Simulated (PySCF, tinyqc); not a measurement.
Ways to converge the cycle: SCF convergence aids in the sto-6g basis, for BeH2, spin multiplicity 1. Computed by the program tinyqc with PySCF. Command: `OMP_NUM_THREADS=1 python tinyqc.py 114982 114983 out.jsonl`; one thread of a shared host (Intel(R) Xeon(R) Processor @ 2.60GHz), about 0.7 s.

Geometry (angstrom):

| atom | x | y | z |
|---|---|---|---|
| Be | 0.0000 | 0.0000 | 0.0000 |
| H | 0.0000 | 1.8630 | 0.1610 |
| H | 0.0000 | -1.8590 | 0.1610 |

lowest restricted solution found by these runs and by PySCF = -15.568572 hartree

RHF with one setting changed at a time; a run stops when the energy changes by less than 1e-09 hartree and the error matrix is below 1e-5. The start is random orbitals. Damping d keeps d of the old density; a shift (hartree) raises the virtual levels; DIIS n extrapolates F over n matrices.

Largest element of the error matrix X^T (FDS - SDF) X:

| iteration | plain | damping 0.3 | damping 0.6 | shift 0.4 | DIIS 3 | DIIS 8 |
|---|---|---|---|---|---|---|
| 1 | 3.5e+00 | 3.5e+00 | 3.5e+00 | 3.5e+00 | 3.5e+00 | 3.5e+00 |
| 2 | 3.1e-01 | 1.2e+00 | 2.1e+00 | 4.3e-01 | 3.1e-01 | 3.1e-01 |
| 3 | 5.4e-02 | 4.2e-01 | 1.3e+00 | 1.6e-01 | 5.3e-02 | 5.3e-02 |
| 4 | 2.8e-02 | 1.6e-01 | 8.1e-01 | 1.9e-01 | 2.5e-02 | 2.5e-02 |
| 5 | 1.5e-02 | 6.0e-02 | 5.2e-01 | 1.9e-01 | 7.3e-03 | 7.1e-03 |
| 6 | 7.8e-03 | 2.3e-02 | 3.3e-01 | 1.4e-01 | 9.0e-04 | 8.4e-04 |
| 8 | 2.1e-03 | 9.3e-03 | 1.4e-01 | 6.5e-02 | 3.3e-05 | 2.1e-05 |
| 10 | 5.9e-04 | 4.1e-03 | 5.7e-02 | 3.7e-02 | 5.6e-06 | - |
| 14 | 4.5e-05 | 8.2e-04 | 1.0e-02 | 9.4e-03 | - | - |
| 20 | - | 7.2e-05 | 2.4e-03 | 1.3e-03 | - | - |
| 30 | - | - | 2.9e-04 | 5.7e-05 | - | - |
| 45 | - | - | 1.2e-05 | - | - | - |

How each run ends:

| run | iterations | E (hartree) | state |
|---|---|---|---|
| plain | 17 | -15.56857 | lowest found |
| damping 0.3 | 26 | -15.56857 | lowest found |
| damping 0.6 | 47 | -15.56857 | lowest found |
| shift 0.4 | 36 | -15.56857 | lowest found |
| DIIS 3 | 10 | -15.56857 | lowest found |
| DIIS 8 | 9 | -15.56857 | lowest found |

6 of 6 runs reach the lowest restricted solution found, in 9 to 47 iterations (fastest: DIIS 8). Plain steps already contract here, so damping only slows them. DIIS 3 and DIIS 8 gain by cancelling the error over several earlier matrices, much as a quasi-Newton step does. The restricted reference is unstable here: a spin-polarised solution lies 0.0000 hartree lower (PySCF), so results built on it describe a poor reference.
